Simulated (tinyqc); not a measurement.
# Thermal resistances of a two-die stack

Problem. Heat leaves through the lower die only, and the system is linear. Find the resistance R1 from the lower die to the coolant, R2 between the dies, and the rise of the upper die when both are powered.

Values chosen for this exercise:
```
symbol,value,unit,meaning
P1,29,W,power of the lower die
P2,6.6,W,power of the upper die
```

rises of the lower and upper die with only the lower one powered (K): [6.38, 6.38]
rises of the lower and upper die with only the upper one powered (K): [1.452, 3.366]

Solution. With only the lower die powered no heat crosses R2, so both dies rise by P1 R1; the difference in the second test is P2 R2; rises add.

R1 = 0.220 K/W
R2 = 0.290 K/W
rise of the upper die = 9.75 K

Numbers from tinyqc (`OMP_NUM_THREADS=1 python tinyqc.py 2162235 2162236 out.jsonl`; about 0.02 s on one thread of a shared Intel Xeon 2.30GHz).
